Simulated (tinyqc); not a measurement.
Inside a calculation. Method: UHF in the sto-3g basis, for BeH2, spin multiplicity 1. One step of it, computed by the program tinyqc.

Problem. Iteration 1: diagonalisation and new density. A level shift of 0.2 hartree raises the virtual space: F + shift (S - S D(s) S), with D(s) the density of one spin. Diagonalise F' = X^T F X, C = X C', fill 3 alpha and 3 beta electrons from the bottom; D(s) = C_occ C_occ^T; the new density keeps 0.5 of the old one (damping). Each column has its largest component positive (the first on a tie).

F(alpha) (hartree), order 1Be 1s, 1Be 2s, 1Be 2px, 1Be 2py, 1Be 2pz, 2H 1s, 3H 1s:
```
[[-4.085618, -1.190849, 0.002753, 0.000000, -0.003638, -0.250528, -0.250528],
 [-1.190849, -0.524219, 0.056129, 0.000000, -0.074182, -0.310333, -0.310333],
 [0.002753, 0.056129, 0.374512, 0.000000, 0.006241, 0.021321, 0.021321],
 [0.000000, 0.000000, 0.000000, -0.155553, 0.000000, -0.267770, 0.267770],
 [-0.003638, -0.074182, 0.006241, 0.000000, 0.370986, -0.028178, -0.028178],
 [-0.250528, -0.310333, 0.021321, -0.267770, -0.028178, -0.189055, -0.022381],
 [-0.250528, -0.310333, 0.021321, 0.267770, -0.028178, -0.022381, -0.189055]]
```

F(beta) (hartree), order 1Be 1s, 1Be 2s, 1Be 2px, 1Be 2py, 1Be 2pz, 2H 1s, 3H 1s:
```
[[-4.085618, -1.190849, -0.002753, 0.000000, 0.003638, -0.250528, -0.250528],
 [-1.190849, -0.524219, -0.056129, 0.000000, 0.074182, -0.310333, -0.310333],
 [-0.002753, -0.056129, 0.374512, 0.000000, 0.006241, -0.021321, -0.021321],
 [0.000000, 0.000000, 0.000000, -0.155553, 0.000000, -0.267770, 0.267770],
 [0.003638, 0.074182, 0.006241, 0.000000, 0.370986, 0.028178, 0.028178],
 [-0.250528, -0.310333, -0.021321, -0.267770, 0.028178, -0.189055, -0.022381],
 [-0.250528, -0.310333, -0.021321, 0.267770, 0.028178, -0.022381, -0.189055]]
```

X, order 1Be 1s, 1Be 2s, 1Be 2px, 1Be 2py, 1Be 2pz, 2H 1s, 3H 1s:
```
[[0.000000, -0.371789, 0.935898, 0.000000, 0.000000, 0.260467, 0.000000],
 [0.000000, 1.142824, -0.067143, 0.000000, 0.000000, 0.530670, 0.000000],
 [0.000000, 0.000000, 0.000000, 1.000000, 0.000000, 0.000000, 0.000000],
 [1.273374, 0.000000, 0.000000, 0.000000, 0.000000, 0.000000, 0.550232],
 [0.000000, 0.000000, 0.000000, 0.000000, 1.000000, 0.000000, 0.000000],
 [-0.913823, -0.721055, -0.294492, 0.000000, 0.000000, 0.353387, 0.383363],
 [0.913823, -0.721055, -0.294492, 0.000000, 0.000000, 0.353387, -0.383363]]
```

D(alpha) at the start, order 1Be 1s, 1Be 2s, 1Be 2px, 1Be 2py, 1Be 2pz, 2H 1s, 3H 1s:
```
[[1.066286, -0.245409, 0.028199, 0.000000, -0.037269, -0.013257, -0.013257],
 [-0.245409, 0.882972, -0.112604, 0.000000, 0.148820, 0.078169, 0.078169],
 [0.028199, -0.112604, 0.014370, 0.000000, -0.018992, -0.009995, -0.009995],
 [0.000000, 0.000000, 0.000000, 1.047417, 0.000000, -0.025044, 0.025044],
 [-0.037269, 0.148820, -0.018992, 0.000000, 0.025100, 0.013210, 0.013210],
 [-0.013257, 0.078169, -0.009995, -0.025044, 0.013210, 0.007591, 0.006393],
 [-0.013257, 0.078169, -0.009995, 0.025044, 0.013210, 0.006393, 0.007591]]
```

D(beta) at the start, order 1Be 1s, 1Be 2s, 1Be 2px, 1Be 2py, 1Be 2pz, 2H 1s, 3H 1s:
```
[[1.066286, -0.245409, -0.028199, 0.000000, 0.037269, -0.013257, -0.013257],
 [-0.245409, 0.882972, 0.112604, 0.000000, -0.148820, 0.078169, 0.078169],
 [-0.028199, 0.112604, 0.014370, 0.000000, -0.018992, 0.009995, 0.009995],
 [0.000000, 0.000000, 0.000000, 1.047417, 0.000000, -0.025044, 0.025044],
 [0.037269, -0.148820, -0.018992, 0.000000, 0.025100, -0.013210, -0.013210],
 [-0.013257, 0.078169, 0.009995, -0.025044, -0.013210, 0.007591, 0.006393],
 [-0.013257, 0.078169, 0.009995, 0.025044, -0.013210, 0.006393, 0.007591]]
```

overlap S, order 1Be 1s, 1Be 2s, 1Be 2px, 1Be 2py, 1Be 2pz, 2H 1s, 3H 1s:
```
[[1.000000, 0.259517, 0.000000, 0.000000, 0.000000, 0.051633, 0.051633],
 [0.259517, 1.000000, 0.000000, 0.000000, 0.000000, 0.406547, 0.406547],
 [0.000000, 0.000000, 1.000000, 0.000000, 0.000000, 0.000000, 0.000000],
 [0.000000, 0.000000, 0.000000, 1.000000, 0.000000, 0.485062, -0.485062],
 [0.000000, 0.000000, 0.000000, 0.000000, 1.000000, 0.000000, 0.000000],
 [0.051633, 0.406547, 0.000000, 0.485062, 0.000000, 1.000000, 0.020285],
 [0.051633, 0.406547, 0.000000, -0.485062, 0.000000, 0.020285, 1.000000]]
```

Give: F' = X^T F X; orbital energies; coefficients C; F' = X^T F X; orbital energies; coefficients C; D(alpha) after iteration 1; D(beta) after iteration 1.

Solution.

F' = X^T F X (alpha) (hartree):
```
[[0.882, 0.000, 0.000, 0.000, 0.000, 0.000, -0.059],
 [0.000, 0.456, 0.587, 0.042, -0.056, 0.157, 0.000],
 [0.000, 0.587, -3.195, -0.021, 0.028, -1.543, 0.000],
 [0.000, 0.042, -0.021, 0.572, 0.010, 0.065, 0.000],
 [0.000, -0.056, 0.028, 0.010, 0.566, -0.086, 0.000],
 [0.000, 0.157, -1.543, 0.065, -0.086, -1.105, 0.000],
 [-0.059, 0.000, 0.000, 0.000, 0.000, 0.000, -0.288]]
```

orbital energies (alpha) (hartree): [-4.090, -0.325, -0.291, 0.511, 0.579, 0.619, 0.885]

coefficients C (alpha), order 1Be 1s, 1Be 2s, 1Be 2px, 1Be 2py, 1Be 2pz, 2H 1s, 3H 1s:
```
[[0.990, -0.240, 0.000, -0.141, 0.000, -0.157, 0.000],
 [0.038, 0.680, 0.000, 0.756, 0.000, 0.747, 0.000],
 [-0.001, -0.083, 0.000, -0.380, 0.797, 0.461, 0.000],
 [0.000, 0.000, 0.614, 0.000, 0.000, 0.000, 1.244],
 [0.002, 0.110, 0.000, 0.503, 0.603, -0.609, 0.000],
 [-0.003, 0.320, 0.337, -0.639, 0.000, -0.470, -0.932],
 [-0.003, 0.320, -0.337, -0.639, 0.000, -0.470, 0.932]]
```

F' = X^T F X (beta) (hartree):
```
[[0.882, 0.000, 0.000, 0.000, 0.000, 0.000, -0.059],
 [0.000, 0.456, 0.587, -0.042, 0.056, 0.157, 0.000],
 [0.000, 0.587, -3.195, 0.021, -0.028, -1.543, 0.000],
 [0.000, -0.042, 0.021, 0.572, 0.010, -0.065, 0.000],
 [0.000, 0.056, -0.028, 0.010, 0.566, 0.086, 0.000],
 [0.000, 0.157, -1.543, -0.065, 0.086, -1.105, 0.000],
 [-0.059, 0.000, 0.000, 0.000, 0.000, 0.000, -0.288]]
```

orbital energies (beta) (hartree): [-4.090, -0.325, -0.291, 0.511, 0.579, 0.619, 0.885]

coefficients C (beta), order 1Be 1s, 1Be 2s, 1Be 2px, 1Be 2py, 1Be 2pz, 2H 1s, 3H 1s:
```
[[0.990, -0.240, 0.000, -0.141, 0.000, -0.157, 0.000],
 [0.038, 0.680, 0.000, 0.756, 0.000, 0.747, 0.000],
 [0.001, 0.083, 0.000, 0.380, 0.797, -0.461, 0.000],
 [0.000, 0.000, 0.614, 0.000, 0.000, 0.000, 1.244],
 [-0.002, -0.110, 0.000, -0.503, 0.603, 0.609, 0.000],
 [-0.003, 0.320, 0.337, -0.639, 0.000, -0.470, -0.932],
 [-0.003, 0.320, -0.337, -0.639, 0.000, -0.470, 0.932]]
```

D(alpha) after iteration 1, order 1Be 1s, 1Be 2s, 1Be 2px, 1Be 2py, 1Be 2pz, 2H 1s, 3H 1s:
```
[[1.052, -0.186, 0.023, 0.000, -0.031, -0.046, -0.046],
 [-0.186, 0.673, -0.085, 0.000, 0.112, 0.148, 0.148],
 [0.023, -0.085, 0.011, 0.000, -0.014, -0.018, -0.018],
 [0.000, 0.000, 0.000, 0.712, 0.000, 0.091, -0.091],
 [-0.031, 0.112, -0.014, 0.000, 0.019, 0.024, 0.024],
 [-0.046, 0.148, -0.018, 0.091, 0.024, 0.112, -0.002],
 [-0.046, 0.148, -0.018, -0.091, 0.024, -0.002, 0.112]]
```

D(beta) after iteration 1, order 1Be 1s, 1Be 2s, 1Be 2px, 1Be 2py, 1Be 2pz, 2H 1s, 3H 1s:
```
[[1.052, -0.186, -0.023, 0.000, 0.031, -0.046, -0.046],
 [-0.186, 0.673, 0.085, 0.000, -0.112, 0.148, 0.148],
 [-0.023, 0.085, 0.011, 0.000, -0.014, 0.018, 0.018],
 [0.000, 0.000, 0.000, 0.712, 0.000, 0.091, -0.091],
 [0.031, -0.112, -0.014, 0.000, 0.019, -0.024, -0.024],
 [-0.046, 0.148, 0.018, 0.091, -0.024, 0.112, -0.002],
 [-0.046, 0.148, 0.018, -0.091, -0.024, -0.002, 0.112]]
```
